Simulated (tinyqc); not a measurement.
From results to parameters: two-site tight-binding chain. Computed by the program tinyqc.

Problem. A two-site chain has site energies +delta (A) and -delta (B) and hoppings t1 > t2 > 0, so E = +/- sqrt(delta^2 + |t1 + t2 exp(-ika)|^2). Find delta, t1 and t2.

upper band at k = 0 = 1.826937 eV
upper band at the zone edge = 0.522015 eV
weight of the upper band on site A at the zone edge = 0.969335

Solution. The weight on A is (1 + delta/E)/2, which gives delta; then t1 + t2 = sqrt(E(0)^2 - delta^2) and t1 - t2 = sqrt(E(edge)^2 - delta^2).

delta, t1, t2 (eV): 0.4900  0.9700  0.7900
